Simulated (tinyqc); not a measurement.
Worked calculation: correction of a charged-defect supercell by a model charge and potential alignment (plane-averaged potentials). Computed by tinyqc, a small Python program that keeps every step. Command: `OMP_NUM_THREADS=1 python tinyqc.py 3114019 3114020 out.jsonl align walk`. One thread of a shared host (Intel(R) Xeon(R) Processor @ 2.30GHz), about 0.01 s of CPU time with the checks. Intermediate numbers are printed to about 6 digits and carried at full precision; extremes and crossings named in words are read from the listed rows.

The "true" defect charge is (1 - x) q in a Gaussian of width sigma plus x q in one of width sigma_t, so the exact answer is known; the correction sees only a single model Gaussian of width sigma_m. A Gaussian of width s has the transform rho(G) = exp(-G^2 s^2/2), normalised to 1. A uniform background cancels q, so G = 0 is left out. Potentials are those felt by a unit positive charge. E_0 is the formation energy of the isolated defect, E_cell its value in the supercell, E_lat = E_iso - E_per of the model charge, C the true less the model potential far from the defect; the exact correction is E_0 - E_cell, and the error of a scheme is E_cell plus its correction less E_0.

Inputs (values chosen for the exercise, with screening close to that of 4H-SiC):
```
quantity                                     value      unit
defect charge q                                  1         e
dielectric constant eps                       9.38         -
edge of the cubic cell L                      13.3  angstrom
width sigma of the true defect charge          1.3  angstrom
width sigma_m of the model charge              1.1  angstrom
share x of the charge in a wide tail             0         -
width sigma_t of the tail                      2.1  angstrom
formation energy of the isolated defect E_0   1.79        eV
```

Constants: e^2/(4 pi eps_0) = 14.39964548 eV angstrom.

## The supercell energy and its true error

Periodic energy E_per = (2 pi q^2/(eps L^3)) (e^2/(4 pi eps_0)) sum_(G != 0) rho(G)^2/G^2, G = (2 pi/L)(n1, n2, n3), |n_i| <= 16. Isolated energy: two Gaussians of charges q_a, q_b and widths a, b interact by q_a q_b (e^2/(4 pi eps_0 eps)) sqrt(2/pi)/sqrt(a^2 + b^2), and the self-energy is half the sum over pairs. Supercell value E_cell = E_0 + E_per - E_iso for the true charge.

E_iso, true charge = 0.333120 eV

E_per, true charge = 0.176302 eV

E_cell = 1.63318 eV

exact correction = 0.156818 eV

## Lattice energy of the model charge

E_lat = E_iso - E_per for the model charge; point-charge value alpha q^2 e^2/(4 pi eps_0 eps 2 L) with alpha = 2.837297.

E_iso, model = 0.393687 eV

E_per, model = 0.234902 eV

E_lat = 0.158786 eV

point-charge value = 0.163747 eV

## Plane-averaged potentials

Plane-averaged potential at distance z from the defect: V(z) = (4 pi q/(eps L^3)) (e^2/(4 pi eps_0 e)) sum_(m != 0) rho(G_m) cos(G_m z)/G_m^2, G_m = 2 pi m/L, |m| <= 40.

Potentials (V):
```
z/L   z (angstrom)        true       model   difference
0.00         0.000   0.0712410   0.0779745  -0.00673357
0.05         0.665   0.0658112   0.0712990  -0.00548780
0.10         1.330   0.0512280   0.0539563  -0.00272836
0.15         1.995   0.0314959   0.0317112  -0.00021532
0.20         2.660   0.0107009   0.0094869   0.00121406
0.25         3.325  -0.0084175  -0.0101904   0.00177297
0.30         3.990  -0.0245402  -0.0264700   0.00192982
0.35         4.655  -0.0371955  -0.0391577   0.00196226
0.40         5.320  -0.0462555  -0.0482228   0.00196730
0.45         5.985  -0.0516942  -0.0536621   0.00196790
0.50         6.650  -0.0535072  -0.0554751   0.00196795
```

The difference moves by 0.00 mV between z/L = 0.4 and 0.5: a plateau.

## Alignment and corrected energy

C = difference at z = L/2; E_corr = E_cell + E_lat - q C. For charges that have died out at L/2, C = (2 pi q/(eps L^3)) (e^2/(4 pi eps_0 e)) (<s^2> - sigma_m^2), <s^2> = (1 - x) sigma^2 + x sigma_t^2.

alignment C = 0.00196795 V

C, closed form = 0.00196795 V

E_corr = 1.79000 eV

error with alignment (rounded to 1e-4 meV) = 0 meV

error without alignment = 1.96795 meV

error with the point-charge term alone = 6.92881 meV

error without correction = -156.818 meV

Errors are measured against E_0. Alignment cuts the error of the model charge from 2.0 to below 0.001 meV.

## Errors against cell size

Schemes: none; point-charge term alpha q^2 e^2/(4 pi eps_0 eps 2 L), alpha = 2.837297; E_lat of the model; E_lat - q C with C at z = L/2.

Error against E_0 (meV):
```
L (angstrom)      none  point charge  model charge  model and alignment
9.31          -213.723       20.2005       5.73728            0.0230465
11.30         -181.431       11.2974       3.20874            0.0005639
13.30         -156.818        6.9288       1.96795            0.0000081
16.00         -132.135        3.9797       1.13034            0.0000000
20.00         -106.854        2.0376       0.57874            0.0000000
```

Between the last two rows the uncorrected error scales as L^-0.95 and the point-charge remainder as L^-3.00. With alignment the error is 0.0 meV in the smallest cell and 0.00 meV in the largest.

Checks made by the program: E_lat against the point-charge value less 2 pi q^2 sigma_m^2 e^2/(4 pi eps_0 eps L^3) (relative difference 2e-07).
